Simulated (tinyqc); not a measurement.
Free-carrier optics of a doped semiconductor (Drude model with one polar phonon): one step. Optical constants. Four cases, with inputs chosen for the exercise.

Question. Convert eps at the photon energy E (in meV) into the optical constants.

n + i k = sqrt(eps1 + i eps2) with k >= 0; R = ((n - 1)^2 + k^2)/((n + 1)^2 + k^2) at normal incidence from vacuum; alpha = 2 E k/(hbar c), times 1e8 for 1/cm; loss function Im(-1/eps) = eps2/(eps1^2 + eps2^2).

Constants: hbar c = 1973.269805 eV angstrom.

Give: n; k; R; alpha.

Case 1.

Values chosen (out of a larger set: mass and dielectric values near those of GaP; N and mu are free inputs; interband absorption and the rise of the mass with filling are left out; not measured data): E = 44.6 meV (photon energy).

eps = 43.027910+4.047645i

Answer.

n = 6.5668
k = 0.3082
R = 0.5420
alpha = 1.39e+03 1/cm

Light of this energy penetrates 1/alpha = 7.18 micrometre.

Case 2.

Values chosen (out of a larger set: mass and dielectric values near those of InAs; N and mu are free inputs; interband absorption and the rise of the mass with filling are left out; not measured data): E = 18.4 meV (photon energy).

eps = -3.531622+8.663653i

Answer.

n = 1.7065
k = 2.5384
R = 0.5042
alpha = 4.73e+03 1/cm

Light of this energy penetrates 1/alpha = 2.11 micrometre.

Case 3.

Values chosen (out of a larger set: mass and dielectric values near those of InAs; N and mu are free inputs; interband absorption and the rise of the mass with filling are left out; not measured data): E = 33.4 meV (photon energy).

eps = 5.748630+0.508724i

Answer.

n = 2.4000
k = 0.1060
R = 0.1704
alpha = 359 1/cm

Light of this energy penetrates 1/alpha = 27.9 micrometre.

Case 4.

Values chosen (out of a larger set: mass and dielectric values near those of GaAs; N and mu are free inputs; interband absorption and the rise of the mass with filling are left out; not measured data): E = 73.5 meV (photon energy).

eps = -2.027808+1.416795i

Answer.

n = 0.4722
k = 1.5003
R = 0.5725
alpha = 1.12e+04 1/cm

Light of this energy penetrates 1/alpha = 0.895 micrometre.

Computed by tinyqc, one run a case: `OMP_NUM_THREADS=1 python tinyqc.py N N+1 out.jsonl` with N = 1681283, 1681365, 1681778, 1681968; one thread of a shared Intel(R) Xeon(R) Processor @ 2.30GHz, about 0.01 s a run at most.
